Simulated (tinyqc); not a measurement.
From line density n back to gate voltage above flat band V_G: ballistic transport through the one-dimensional subbands of a rectangular nanowire or nanosheet channel. Computed by tinyqc, a small Python program. Command: `OMP_NUM_THREADS=1 python tinyqc.py 3011285 3011286 out.jsonl wire inv`. One thread of a shared host (Intel(R) Xeon(R) Processor @ 2.30GHz), about 0.08 s of CPU time with the checks.

Hard walls, parabolic subbands, transport along x. Energies are counted from the bulk conduction band edge at the top of the barrier, which the gate pulls down by U; the source Fermi level lies at the bulk edge when U = 0.

Inputs (values chosen for the exercise, modelled on silicon): light mass m_t = 0.18 m_0; heavy mass m_l = 0.91 m_0; height a = 4.1 nm; width b = 5.4 nm; equivalent oxide thickness t = 2.1 nm; drain voltage V_D = 0.01 V; temperature T = 300 K.

Valleys: silicon [100] wire.

Constants: hbar^2/(2 m_0) = 3.80998212 eV angstrom^2; k_B = 8.617333262e-05 eV/K; m_0 = 9.1093837015e-31 kg; k_B = 1.380649e-23 J/K; hbar = 1.054571817e-34 J s; eps_0 = 8.8541878128e-12 F/m; e = 1.602176634e-19 C; h = 6.62607015e-34 J s.

Method:
- E_pq = (hbar^2 pi^2/2)(p^2/(m_y b^2) + q^2/(m_z a^2)); valley pairs: (m_x, m_y, m_z) = (m_t, m_t, m_l), (m_t, m_l, m_t), (m_l, m_t, m_t), each with degeneracy g = 2; the 10 lowest subbands are kept.
- F_j(eta) = (1/Gamma(j + 1)) int_0^infinity x^j/(1 + exp(x - eta)) dx, F_0 = ln(1 + exp(eta)). Integrals over x = E/(k_B T) use 160 Gauss-Legendre points in u = sqrt(x) from 0 to sqrt(max(eta, 0) + 32).
- With degeneracy g = 2, eta_i = (U - E_i)/(k_B T) and u = e V_D/(k_B T): line density n = sum_i g sqrt(2 m_x k_B T/pi)/(2 hbar) [F_-1/2(eta_i) + F_-1/2(eta_i - u)]; gate: e n = C_ox (V_G - U/e), C_ox = 3.9 eps_0 2 (a + b)/t (flat-plate estimate); I = (2 e k_B T/h) sum_i g [F_0(eta_i) - F_0(eta_i - u)].

Problem. A run gave the result below. Find the gate voltage above flat band V_G, known to lie between 0.22 and 0.47 V.

line density n = 0.4615301 1/nm

Solution.

Each step takes the trial c = (a f_b - b f_a)/(f_b - f_a), f being the result less the target and a, b, c the logarithms of the listed values; c replaces end b, the old b replaces a if the sign of f changed, and otherwise f_a is halved.

Scan of the range:
```
gate voltage above flat band V_G (V)  line density n (1/nm)
0.220                                              0.255431
0.250                                              0.302830
0.283                                              0.356193
0.322                                              0.420537
0.365                                              0.492731
0.414                                              0.576247
0.470                                              0.672974
```

False position (Illinois rule, in the logarithm of the input) inside the bracket:
```
step     end a     end b     trial  line density n (1/nm)
1     0.322000  0.365000  0.345753               0.460275
2     0.365000  0.345753  0.346478               0.461494
3     0.365000  0.346478  0.346520               0.461564
4     0.346478  0.346520  0.346500               0.461530
5     0.346520  0.346500  0.346500               0.461530
```

Line density n rises at every point of a 13-point scan of the range (every second point is shown), so one value fits; it is bracketed by 0.322 and 0.365. Answer: gate voltage above flat band V_G = 0.3465 V.
